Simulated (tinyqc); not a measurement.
Worked calculation: deformation-potential model of the X valleys of a conduction band. Values are carried at full precision from step to step, so a last printed digit may differ when a step is redone from the rounded ones.

s11 = (C11 + C12)/((C11 - C12)(C11 + 2 C12)), s12 = -C12/((C11 - C12)(C11 + 2 C12)), s44 = 1/C44; exx = s11 sxx + s12 (syy + szz) and cyclic, exy = s44 sxy/2; tension is positive. A uniaxial stress X along the unit vector n is s_ij = X n_i n_j.

Constants: kB = 8.617333262e-05 eV/K; hbar^2/2m0 = 3.80998211 eV angstrom^2.

Parameters, chosen for this exercise (near those of AlAs; the results hold for these values, not for the real material): C11 = 119.8 GPa; C12 = 51.9 GPa; C44 = 54.6 GPa; load = uniaxial [100] (kind of stress); X = -0.31 GPa (stress); Xd = 0.91 eV (dilation potential); Xu = 5.49 eV (uniaxial potential); T = 300 K (temperature); ml = 1.125 m0 (longitudinal mass); mt = 0.2 m0 (transverse mass).

## Strain from a uniaxial [100] stress

Form the compliances and the strain.

s11, s12, s44 (1/TPa): 11.3091  -3.4184  18.3150

strain tensor:
```
           x         y         z
x  -0.003506  0.000000  0.000000
y   0.000000  0.001060  0.000000
z   0.000000  0.000000  0.001060
```

## Valley shifts

Valleys with axes along x, y and z, one whole valley each. Herring-Vogt shift of a valley with unit axis a: dE = Xd tr(e) + Xu a.e.a. Non-degenerate shares n_i = exp(-dE_i/kT)/sum_j exp(-dE_j/kT). Inverse mass tensor of a valley: (1 - a a)/mt + a a/ml; the masses are taken as independent of strain.

Apply the Herring-Vogt formula to each valley.

Xd tr(e) = -1.26 meV

a.e.a: x -0.003506, y 0.001060, z 0.001060

shifts dE (meV): x -20.51, y 4.56, z 4.56

The lowest valley is x, 25.1 meV below the highest; the mean shift over all valleys is (Xd + Xu/3) tr(e) = -3.80 meV.

## Shares of the electrons

Boltzmann factors of the shifts.

kT = 25.852 meV

shares: x 0.5687, y 0.2157, z 0.2157

effective number of valley axes, 1/(largest share) = 1.759

## Conductivity mass tensor

With one scattering time for all valleys the conductivity goes as M = sum_i n_i (inverse mass tensor of valley i); along the unit vector u, 1/m_c = u.M.u. Without stress 1/m_c = (1/ml + 2/mt)/3. Take u along [001].

M (1/m0):
```
       x      y      z
x  2.662  0.000  0.000
y  0.000  4.113  0.000
z  0.000  0.000  4.113
```

m_c along [001] = 0.2431 m0
m_c without stress = 0.2755 m0

The repopulation alone changes the mobility along [001] by +13.3 %; with all electrons in the valleys lightest or heaviest along this direction it would change by +38 or -76 %.

## Effective density of states

Each of the 3 whole valleys has m_d = (ml mt^2)^(1/3) and N = 2 (m_d kT/(4 pi c))^(3/2), c = hbar^2/2m0. Counted from the lowest edge, Nc = N x sum_i exp(-(dE_i - dE_min)/kT). 1 angstrom^-3 = 1e24 cm^-3.

m_d = 0.3557 m0
N of one valley = 5.323e+18 cm^-3
Nc under stress = 9.361e+18 cm^-3
Nc without stress = 1.597e+19 cm^-3

## Piezoresistance from repopulation

For small stress d(rho)/rho = pi X. For valleys on the cube axes pi11 = -(2/3) Xu (s11 - s12)/kT x (K - 1)/(2K + 1), pi12 = -pi11/2, pi44 = 0, K = ml/mt. For stress along [110]: pi_l = (pi11 + pi12 + pi44)/2 with the current along it and pi_t = (pi11 + pi12 - pi44)/2 with the current along [1-10]. 1/GPa = 100 x 1e-11/Pa.

K = 5.625

pi11, pi12, pi44 (1e-11/Pa): -78.7  39.4  0.0

pi_l, pi_t for [110] (1e-11/Pa): -19.7  -19.7

Only the transfer between valleys is counted; changes of mass and of intervalley scattering add to it in a real crystal.

## Checks

- Conductivity mass at zero stress against 3/(1/ml + 2/mt): both 0.2755102.
- Piezoresistance coefficients by finite differences against the closed form: largest difference 1.1e-08.

Program tinyqc; command `OMP_NUM_THREADS=1 python tinyqc.py 1050774 1050775 out.jsonl`; about 0.01 s on one thread of a shared Intel(R) Xeon(R) Processor @ 2.30GHz.
